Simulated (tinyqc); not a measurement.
## Stability and critical current from long pulses

Problem. For long pulses a magnetic tunnel junction switches at I = Ic0 [1 - ln(tp/t0)/Delta]. Find Ic0 and Delta.

Inputs (values chosen for the exercise):

| symbol | value | unit | meaning |
|---|---|---|---|
| t0 | 1 | ns | attempt time |

switching current for pulses of 0.0001 and 1 s (uA): 84.023242  72.656726

Solution. I is linear in ln tp: it equals Ic0 at tp = t0, and the slope is -Ic0/Delta.

Ic0 = 98.23 uA
Delta = 79.60

Computed by the program tinyqc: `OMP_NUM_THREADS=1 python tinyqc.py 2450005 2450006 out.jsonl`, one thread of a shared Intel Xeon 2.30GHz, about 0.01 s for the whole run.
